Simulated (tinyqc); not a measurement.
# On-chip interconnect, size-dependent resistivity and RC delay: delay against the aspect ratio

A rectangular line between two neighbours and two ground planes. Surface and grain-boundary scattering are added to the bulk resistivity as corrections; capacitances are parallel-plate values without fringing; inductance is ignored.

Metal width x = wd - 2 tl, height y = AR wd - tl; grain boundaries (Mayadas-Shatzkes): al = (lam/(gr x)) Rg/(1 - Rg), g = 1/[1 - 3 al/2 + 3 al^2 - 3 al^3 ln(1 + 1/al)] - 1; surfaces (Fuchs-Sondheimer, thick limit): s = (3/8) lam (1 - ps)(1/x + 1/y); rho = rho0 (1 + g + s); r = rho/(x y); c = eps0 ek (2 wd/hd + 2 Mf AR wd/sp). Elmore delay tE = Rd (c Lw + Cl) + r Lw (c Lw/2 + Cl); t50 is the time at which the far end of a ladder of 30 pi sections (half capacitances at both ends, Cl at the far end, a step applied through Rd) reaches half the step; line share r Lw/(Rd + r Lw); estimate 0.69 Rd (c Lw + Cl) + 0.38 r c Lw^2 + 0.69 r Lw Cl.

Inputs (values chosen for the exercise); metal values close to those of copper: bulk resistivity rho0 = 1.7 uohm cm; bulk mean free path lam = 39.8 nm; specular share of surface scattering ps = 0; reflection coefficient of grain boundaries Rg = 0.39; grain size over the metal width gr = 2; drawn line width wd = 14 nm; liner on both walls and the bottom, not conducting tl = 2.8 nm; space to the neighbouring lines sp = 14 nm; dielectric height to the planes above and below hd = 22 nm; relative permittivity of the dielectric ek = 2.5; Miller factor of the neighbours Mf = 2; line length Lw = 120 um; driver resistance Rd = 410 ohm; load capacitance Cl = 0.077 fF.

Constants: eps0 = 8.8541878128e-12 F/m. Results are converted to the units shown.

Results:
```
AR,rho (uohm cm),r (ohm/um),c (fF/um),tE (ps),t50 (ps),estimate (ps),line share of the resistance (%)
0.8,11.26,1596,0.09901,1157,876.5,878.0,99.79
1.2,10.05,854.7,0.1344,841.7,637.6,638.7,99.60
1.6,9.533,579.0,0.1698,721.8,546.7,547.6,99.41
2,9.245,436.8,0.2053,659.6,499.7,500.3,99.22
2.4,9.062,350.3,0.2407,622.1,471.2,471.7,99.03
3.2,8.843,250.6,0.3115,579.8,439.2,439.4,98.66
3.6,8.772,219.4,0.3469,567.1,429.5,429.7,98.47
4,8.715,195.0,0.3823,557.5,422.3,422.3,98.28
```

Estimate the missing row, AR = 2.8.

Computed row:
```
AR,rho (uohm cm),r (ohm/um),c (fF/um),tE (ps),t50 (ps),estimate (ps),line share of the resistance (%)
2.8,8.936,292.2,0.2761,597.2,452.4,452.8,98.84
```

With this row back in the table: As AR goes from 0.8 to 4, r falls from 1600 to 195 ohm/um, c rises from 0.0990 to 0.382 fF/um and t50 falls from 876 to 422 ps. t50/tE stays at 0.757, and the estimate is within 0.18 % of t50.

Range of the model: The metal width is under the mean free path, where the thick-limit surface term and the simple sum of corrections lose accuracy.

Numbers from tinyqc (`OMP_NUM_THREADS=1 python tinyqc.py 2100123 2100124 out.jsonl`; about 0.01 s on one thread of a shared Intel Xeon 2.30GHz).
